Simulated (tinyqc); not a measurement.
CISD on RHF in the 6-311g basis, for He, spin multiplicity 1, step by step. One step of it, computed by the program tinyqc.

Problem. Integrals over molecular orbitals. (pq|rs) = sum C_ip C_jq C_kr C_ls (ij|kl), one index at a time.

coefficients C:
```
,MO1,MO2,MO3
1He 1s,0.263558,-0.137951,-1.443869
1He 2s,0.487487,-1.153994,1.698764
1He 3s,0.397446,1.427937,-0.696296
```

core Hamiltonian H = T + V (hartree), lower triangle:
```
,1He 1s,1He 2s,1He 3s
1He 1s,-0.449189
1He 2s,-2.025351,-1.672714
1He 3s,-1.309466,-1.363028,-1.211479
```

Two-electron integrals (ij|kl) in chemists' order, unique and non-zero (hartree):
```
i,j,k,l,(ij|kl)
1,1,1,1,2.395117
2,1,1,1,1.347337
2,1,2,1,0.798707
2,2,1,1,1.358411
2,2,2,1,0.863847
2,2,2,2,1.054927
3,1,1,1,0.614121
3,1,2,1,0.368625
3,1,2,2,0.406802
3,1,3,1,0.170715
3,2,1,1,0.842709
3,2,2,1,0.547009
3,2,2,2,0.700418
3,2,3,1,0.259418
3,2,3,2,0.476676
3,3,1,1,0.767030
3,3,2,1,0.510236
3,3,2,2,0.697580
3,3,3,1,0.244176
3,3,3,2,0.494732
3,3,3,3,0.558022
```

Give: one-electron integrals over orbitals h = C^T H C; Two-electron integrals over orbitals.

Solution.

one-electron integrals over orbitals h = C^T H C (hartree), lower triangle:
```
,1,2,3
1,-1.9430
2,0.2773,-0.3432
3,0.1739,-0.3334,4.1761
```

Two-electron integrals over orbitals (pq|rs), unique and non-zero (hartree):
```
p,q,r,s,(pq|rs)
1,1,1,1,1.0262
2,1,1,1,-0.2773
2,1,2,1,0.1465
2,2,1,1,0.6596
2,2,2,1,-0.1136
2,2,2,2,0.5066
3,1,1,1,-0.1739
3,1,2,1,0.1256
3,1,2,2,-0.0788
3,1,3,1,0.2165
3,2,1,1,0.2295
3,2,2,1,-0.1209
3,2,2,2,0.1027
3,2,3,1,-0.1487
3,2,3,2,0.1276
3,3,1,1,1.1770
3,3,2,1,-0.3810
3,3,2,2,0.7273
3,3,3,1,-0.3867
3,3,3,2,0.3807
3,3,3,3,1.6000
```
